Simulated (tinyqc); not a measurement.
Carrier lifetime of a p-type layer with SRH, radiative, Auger and surface recombination: one step of the calculation.

Uniform excess density dn = dp (no trapping), n = n0 + dn, p = p0 + dn, Boltzmann statistics, full ionisation. Surfaces enter as a rate 2 S dn/d, which holds while diffusion to them is fast.

Task. Lifetime, shares and quasi-Fermi splitting. With e = n p - ni^2 = dn (n0 + p0 + dn): U_SRH = e/(tp0 (n + n1) + tn0 (p + p1)), U_rad = B e, U_Aug = (Cn n + Cp p) e, U_s = 2 S dn/d. tau = dn/U, shares of U, splitting Vt ln(n p/ni^2), radiative efficiency U_rad/U.

Inputs (values chosen for the exercise); band and dielectric values close to those of silicon:
- T = 350 K (temperature)
- B = 4.74e-15 cm^3/s (radiative coefficient)
- Cn = 1.6e-31 cm^6/s (Auger coefficient (two electrons))
- Cp = 2.1e-31 cm^6/s (Auger coefficient (two holes))
- S = 0 cm/s (surface recombination velocity (both faces))
- d = 5 um (sample thickness)

Constants: q = 1.602176634e-19 C, kB = 1.380649e-23 J/K, Vt = kB T/q. Results are converted to the units shown.

converged dn = 1.6989098e14 cm^-3
ni = 2.9447067e11 cm^-3
n0 = 7.8829972e7 cm^-3
p0 = 1.1000001e15 cm^-3
n1 = 4.6602784e17 cm^-3
p1 = 1.8606823e5 cm^-3
tn0 = 1.0964912e-6 s
tp0 = 1.2183236e-6 s

Wanted: tau; shares; quasi-Fermi splitting.

Result.

tau = 4.471e-4 s
shares (%): SRH 99.71, radiative 0.27, Auger 0.02, surface 0.00
quasi-Fermi splitting = 0.4442 V

SRH recombination takes the largest share. dn is 0.15 times the doping: intermediate injection.

Numbers from tinyqc (`OMP_NUM_THREADS=1 python tinyqc.py 2300139 2300140 out.jsonl`; about 0.01 s on one thread of a shared Intel Xeon 2.30GHz).
